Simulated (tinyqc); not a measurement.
Worked calculation: elastic strain and critical thickness of a cubic alloy layer A(1-x)B(x) on a thick substrate. Computed by tinyqc, a small Python program that keeps every step. Command: `OMP_NUM_THREADS=1 python tinyqc.py 3006255 3006256 out.jsonl misfit walk`. One thread of a shared host (Intel(R) Xeon(R) Processor @ 2.30GHz), about 0.01 s of CPU time with the checks. Intermediate numbers are printed to about 6 digits and carried at full precision; extremes and crossings named in words are read from the listed rows.

Strain is positive in tension. The layer is coherent with the substrate unless said otherwise.

Inputs (values chosen for the exercise, modelled on In(1-x)Ga(x)P on GaAs):
```
quantity                                 value        unit
fraction x of B                           0.26           -
lattice constant a_A                     5.869    angstrom
lattice constant a_B                     5.451    angstrom
substrate lattice constant a_S           5.653    angstrom
layer thickness h                          210          nm
biaxial modulus of the substrate M_S       130         GPa
substrate thickness t_S                    350  micrometre
wafer diameter W                           200          mm
X-ray wavelength                      1.540593    angstrom
start of the iteration h0/b                100           -
```

Growth plane: (111). Layer: uncapped. Misfit dislocation: edge.

C11, C12, C44 of A (GPa): 103.1  55.17  44.71

C11, C12, C44 of B (GPa): 141.8  62.15  70

## Alloy by Vegard's rule, and misfit

a = (1 - x) a_A + x a_B, the same rule for each C_ij; misfit f = (a_S - a)/a, the in-plane strain of the coherent layer.

free lattice constant a = 5.76032 angstrom

elastic constants (GPa): C11 113.1620, C12 56.9848, C44 51.2854

misfit f = -0.0186309

The layer is compressed in the plane by 1.86 %.

## Biaxial strain, stress and energy

(111): D = 2 (C11 + 2 C12 - 2 C44)/(C11 + 2 C12 + 4 C44), M = 6 C44 (C11 + 2 C12)/(C11 + 2 C12 + 4 C44). The free surface carries no normal stress, so e_perp = -D f; dV/V = 2 f + e_perp; stress = M f; energy per area = M f^2 h (1 GPa nm = 1 J/m^2).

ratio D = 0.576306

normal strain e_perp = 0.0107371

volume strain dV/V = -0.0265247

biaxial modulus M = 161.683 GPa

in-plane stress = -3.01230 GPa

strain energy per area = 11.7856 J/m^2

## Symmetric X-ray reflection

Reflection 111: d = a_perp/sqrt(3), with a_perp = a (1 + e_perp) for the coherent layer, a for the relaxed layer and a_S for the substrate; sin(theta) = lambda/(2 d).

Bragg angles:
```
crystal         a_perp (angstrom)  theta (degrees)  from substrate (arcsec)
substrate                 5.65300          13.6515                     0.00
coherent layer            5.82217          13.2475                 -1454.38
relaxed layer             5.76032          13.3923                  -932.84
```

peak separation of the coherent layer = -1454.38 arcsec

The coherent layer lies 1.56 times as far from the substrate peak as a relaxed one, about 1 + D = 1.58: reading its peak as relaxed would overstate the mismatch by that factor.

## Isotropic constants and the prefactor A

Voigt averages: G = (C11 - C12 + 3 C44)/5, B = (C11 + 2 C12)/3, nu = (3 B - 2 G)/(2 (3 B + G)); b = a/sqrt(2). Edge dislocation with b in the interface: cos alpha = 0, cos lambda = 1. Matthews-Blakeslee: h_c = A [ln(h_c/b) + 1], A = b (1 - nu cos^2 alpha)/(8 pi |f| (1 + nu) cos lambda), the factor 8 pi being that of an uncapped layer.

shear modulus G = 42.00668 GPa

Poisson ratio nu = 0.265882

Burgers vector b = 0.407316 nm

prefactor A = 0.687170 nm

## Critical thickness by fixed-point iteration

Start at h0, put the right side back in, and stop when the change is below 1e-9 h or h turns negative.

Iteration:
```
step  h in (nm)  h out (nm)   change (nm)
1       40.7316     3.85171  -3.68799e+01
2        3.8517     2.23102  -1.62068e+00
3        2.2310     1.85579  -3.75233e-01
4        1.8558     1.72925  -1.26542e-01
5        1.7292     1.68072  -4.85308e-02
6        1.6807     1.66116  -1.95610e-02
7        1.6612     1.65311  -8.04452e-03
...         ...         ...           ...
19       1.6474     1.64740  -2.20959e-07
20       1.6474     1.64740  -9.21678e-08
21       1.6474     1.64740  -3.84455e-08
22       1.6474     1.64740  -1.60366e-08
23       1.6474     1.64740  -6.68927e-09
24       1.6474     1.64740  -2.79026e-09
25       1.6474     1.64740  -1.16389e-09
```

critical thickness h_c (Matthews-Blakeslee) = 1.64740 nm

Converged; near the root each step shrinks the error by A/h_c = 0.417. h_c is 4.0 Burgers vectors. Caution: an edge dislocation with b in the interface cannot reach it by glide, so the force balance is formal for it. Caution: a critical thickness of a few Burgers vectors is outside continuum elasticity and hangs on the core term.

## Equilibrium strain at the thickness h

For h > h_c the same force balance gives the strain left, |e| = |f| A [ln(h/b) + 1]/h, and below h_c e = f; relaxation = 1 - e/f; dislocations per length across each line direction = (|f| - |e|)/(b cos lambda), times 2/3 for the three line sets on (111).

strain left e = -4.41707e-04

relaxation = 97.6292 %

dislocation line density = 29.7708 1/micrometre

h is 127.47 h_c: in equilibrium dislocations lie 33.6 nm apart; slow nucleation and glide can keep a real layer more strained.

## Wafer curvature of the coherent layer

Stoney: curvature = 6 |stress| h/(M_S t_S^2); radius = 1/curvature; bow = curvature W^2/8.

curvature = 0.238336 1/m

radius of curvature = 4.19576 m

bow = 1191.68 micrometre

Caution: M_S is near the value for a (001) wafer; a (111) wafer is stiffer and bends less. Caution: the curvature assumes a coherent layer, but h exceeds h_c. Caution: a bow above a fifth of the wafer thickness is beyond Stoney's small-deflection limit.

## Force balance against energy balance

People-Bean: h_c = P ln(h_c/b), P = (1 - nu)/(1 + nu) b^2/(16 pi sqrt(2) a f^2). The misfit is scaled by 0.25, 0.4, 0.6, 1, 1.5, 2.2 at fixed a, b and nu; the upper root is taken, and rows with A < 1.3 b or P < 3 b, where the roots shrink to the core size or vanish, are left out.

Critical thickness:
```
|f| (%)  Matthews-Blakeslee (nm)  People-Bean (nm)    ratio
0.46577                  12.0618           824.539  68.3596
0.74524                   6.4681           275.744  42.6316
1.11785                   3.6599           104.266  28.4892
1.86309                   1.6474            28.835  17.5034
```

The exponents d ln h_c/d ln f are -1.33 and -2.33 between the first rows, steeper than the -1 and -2 of the prefactors because of the logarithm. The ratio falls from 68.4 to 17.5 as the misfit grows. Where People-Bean lies above, a layer between the lines is metastable: dislocations would lower the energy but have to be nucleated.

Checks made by the program: D and M against the full stiffness tensor (relative difference below 1e-10); h_c against the Lambert function, -A W_(-1)(-b/(A e)) (relative difference 5e-10).
